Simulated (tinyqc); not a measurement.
Conductivity against temperature: Debye-Callaway model of lattice thermal conductivity. Computed by tinyqc, a small Python program. Command: `OMP_NUM_THREADS=1 python tinyqc.py 3017784 3017785 out.jsonl callaway walk`. One thread of a shared host (Intel(R) Xeon(R) Processor @ 2.30GHz), about 0.01 s of CPU time with the checks.

Three acoustic branches with one velocity v, cut at omega_D = k_B Theta/hbar; x = hbar omega/(k_B T). v and Theta are separate inputs: Theta cuts off the heat-carrying modes, so C need not reach 3 k_B/V. gamma is an effective value that sets the umklapp rate. Heat flows along the wire.

Inputs (values chosen for the exercise, modelled on lead telluride): sound velocity v = 1750 m/s; Debye temperature Theta = 138 K; volume per atom V = 33.7 angstrom^3; mean atomic mass M = 167.4 u; effective Grueneisen parameter gamma = 3.77; umklapp exponent divisor b = 2.5; vacancy fraction n_v = 0.00094; wire diameter D = 0.033 micrometre; specularity p = 0.2; normal-process factor f_N = 0.45.

Sample: wire. Point defects: vacancies. Normal processes: included.

Constants: k_B = 1.380649e-23 J/K; hbar = 1.054571817e-34 J s; u = 1.6605390666e-27 kg.

Method:
- A vacancy counts as a mass defect Delta M/M = -3 (the missing mass and twice its bonds), so Gamma = 9 n_v. A = V Gamma/(4 pi v^3).
- Rates: point defects A omega^4; umklapp B omega^2 T exp(-Theta/(b T)) with B = hbar gamma^2/(M v^2 Theta); normal processes f_N B omega^2 T (T/Theta)^2. Boundaries: v/Lambda_B with Lambda_B = D (1 + p)/(1 - p).
- kappa_1 = c int tau_C g dx, g = x^4 e^x/(e^x - 1)^2, c = (k_B/(2 pi^2 v)) (k_B T/hbar)^3, over 0 < x < min(Theta/T, 40), by 96 Gauss-Legendre points in s with x = x_max s^2; 1/tau_C = 1/tau_R + 1/tau_N; kappa_2 = c [int (tau_C/tau_N) g dx]^2 / int (tau_C/(tau_N tau_R)) g dx; kappa = kappa_1 + kappa_2.
- The boundary limit is C v^2/(3 x boundary rate), with C = 3 c int g dx / v^2.

Rayleigh coefficient A = 4.23327e-42 s^3

Kappa (W/(m K)):
```
T (K)  all processes  without point defects  boundary limit
1.4        0.0018079              0.0018082       0.0018082
2.8         0.014418               0.014466        0.014466
4.8         0.071061               0.072878        0.072878
8.3          0.32573                0.37666         0.37671
14            1.0898                 1.7404          1.7547
23            2.4073                 5.3574          5.9026
41            3.6616                 8.3267          13.388
69            3.6006                 6.6236          18.344
110           2.8406                 4.3273          20.569
180           1.8923                 2.5147          21.584
```

What does the comparison show, and why?

kappa peaks among these rows at 41 K (T/Theta = 0.297) with 3.66 W/(m K). The exponent d ln kappa/d ln T is 3.00 at the cold end, the T^3 law of boundary scattering, and -0.82 at the hot end. The normal rate is taken to grow as T^3 at all T, which overstates it above Theta. Point defects cost most at 41 K, a factor 2.27.

Extremes, crossings and ranges named in words are read from the listed rows.
